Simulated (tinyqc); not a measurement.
From one set of inputs to another, one input at a time: hydrogen passivation of interface dangling bonds: competing passivation and dissociation with distributed barriers. Computed by tinyqc, a small Python program. Command: `OMP_NUM_THREADS=1 python tinyqc.py 3003013 3003014 out.jsonl passiv ladder`. One thread of a shared host (Intel(R) Xeon(R) Processor @ 2.30GHz), about 0.1 s of CPU time with the checks.

P_b + H2 gives P_bH + H at the rate k_f [H2]; P_bH gives P_b + H at the rate k_d. All defects start unpassivated. E_f and E_d are Gaussian and independent.

The inputs printed are set A. Inputs not listed in the table keep their values of set A, so the rows need not describe a real material.

Inputs (values chosen for the exercise, close to those used for P_b centres at the silicon-oxide interface): defect density N0 = 4.2e+12 1/cm^2; passivation prefactor k_f0 = 2e-07 cm^3/s; mean passivation barrier E_f = 1.49 eV; spread sigma_f = 0.035 eV; dissociation prefactor k_d0 = 8.5e+12 1/s; mean dissociation barrier E_d = 2.77 eV; spread sigma_d = 0.11 eV; H2 in the oxide per atm, solubility factor = 1.2e+18 1/(cm^3 atm); hydrogen pressure p = 0.1 atm; anneal temperature T = 625 C; anneal time t = 950 s; oxide thickness = 8 nm.

Constants: k_B = 8.617333262e-05 eV/K; e = 1.602176634e-19 C; eps_0 = 8.8541878128e-12 F/m.

Method:
- [H2] = solubility factor x p; a = k_f0 [H2] exp(-E_f/(k_B T)), d = k_d0 exp(-E_d/(k_B T)). For one pair of barriers the active share is y = [d + a exp(-(a + d) t)]/(a + d).
- Temperatures in kelvin are T(C) + 273.15.
- Average y over both Gaussians with 40 x 40 Gauss-Hermite points.
- Active density N0 y; threshold shift if each active defect holds one charge, e N0 y t_ox/(3.9 eps_0).
- Minimise the averaged y over T between 150 and 900 C: find where ln y is equal at T - 0.05 and T + 0.05 C; T is rounded to 0.1 C.

Each row keeps all changes above it:
```
input moved                                                                         from             to  active share y  least active share  threshold shift (mV)
set A                                                                                  -              -       7.071e-05           5.232e-07             1.102e-01
dissociation prefactor k_d0 (1/s) and mean dissociation barrier E_d (eV)   8.5e+12, 2.77  9.1e+12, 2.82       3.969e-05           2.494e-07             6.188e-02
spread sigma_d (eV)                                                                 0.11          0.055       1.862e-05           7.066e-08             2.902e-02
passivation prefactor k_f0 (cm^3/s) and mean passivation barrier E_f (eV)    2e-07, 1.49  3.5e-08, 1.55       2.308e-04           5.406e-06             3.599e-01
anneal temperature T (C)                                                             625            400       4.800e-03           5.406e-06             7.483e+00
hydrogen pressure p (atm)                                                            0.1             10       1.264e-08           4.154e-09             1.971e-05
anneal time t (s)                                                                    950           1100       1.264e-08           3.784e-09             1.971e-05
```

Where does the difference come from?

Active share y goes from 7.07e-5 to 1.26e-8, a factor 1.79e-4 in all. The largest single move comes from hydrogen pressure p (a factor 2.63e-6), and anneal temperature T works against it (a factor 20.8). Least active share goes from 5.23e-7 to 3.78e-9, a factor 0.00723 in all. The largest single move comes from hydrogen pressure p (a factor 7.69e-4), and passivation prefactor k_f0 with mean passivation barrier E_f works against it (a factor 76.5). Threshold shift goes from 0.110 to 1.97e-5, a factor 1.79e-4 in all. The largest single move comes from hydrogen pressure p (a factor 2.63e-6), and anneal temperature T works against it (a factor 20.8). The single moves hold for this order of the switches; the total does not depend on the order.

Caution (rows set A, dissociation prefactor k_d0, spread sigma_d, passivation prefactor k_f0, hydrogen pressure p, anneal time t): densities below a few 1e9 per cm^2 are formal: other defects set the floor in real interfaces. Caution (all rows): a least active share below 1e-3 is a property of the model; measured passivation levels off well above it. Caution (all rows): atomic hydrogen, which both passivates and depassivates, and further passivation during cooling are left out.

Extremes, crossings and ranges named in words are read from the listed rows.
